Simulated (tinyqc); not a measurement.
Ballistic transport through the one-dimensional subbands of a rectangular nanowire or nanosheet channel: one step, computed by the program tinyqc.

Hard walls, parabolic subbands, transport along x. Energies are counted from the bulk conduction band edge at the top of the barrier, which the gate pulls down by U; the source Fermi level lies at the bulk edge when U = 0.

Task: Conductance, capacitance and scattering. Linear conductance G = (2 e^2/h) sum_i g f(eta_i), g = 2, f = 1/(1 + exp(-eta_i)), with the barrier frozen at the eta_i above; current per perimeter I/(2(a + b)); with scattering, transmission lambda/(lambda + L) and low-bias resistance (1 + L/lambda)/G.

Inputs (values chosen for the exercise, modelled on silicon):
```
quantity                                   value  unit
height a                                     2.6    nm
width b                                      5.4    nm
temperature T                                300     K
mean free path for back-scattering lambda     64    nm
channel length L                              22    nm
```

Valleys: silicon [100] wire.

Occupation:
```
subband      eta_i    n_i (1/nm)  I_i (microampere)
1          3.23500  7.761958e-01       1.478601e+00
2         -3.25784  1.311754e-02       4.789263e-02
3         -3.68365  8.637658e-03       3.162831e-02
4         -4.24725  4.948501e-03       1.816310e-02
5         -4.86175  2.687435e-03       9.878424e-03
6         -5.21729  4.073545e-03       6.936184e-03
7         -7.53494  1.863398e-04       6.860477e-04
8        -11.16591  4.937842e-06       1.818178e-05
9        -11.27740  4.416867e-06       1.626349e-05
10       -12.69954  2.301002e-06       3.922758e-06
```

ballistic current I = 1.593824 microampere

Constants: e = 1.602176634e-19 C; h = 6.62607015e-34 J s.

Give: open modes sum g f; ballistic conductance; current per perimeter; transmission; low-bias resistance with scattering.

Result:

open modes sum g f = 2.1029

ballistic conductance = 162.93 microsiemens

current per perimeter = 99.614 microampere/micrometre

transmission = 0.74419

low-bias resistance with scattering = 8.2474 kiloohm

Even without scattering the wire has h/(2 e^2 M) = 6.14 kiloohm, which sits in the contacts.
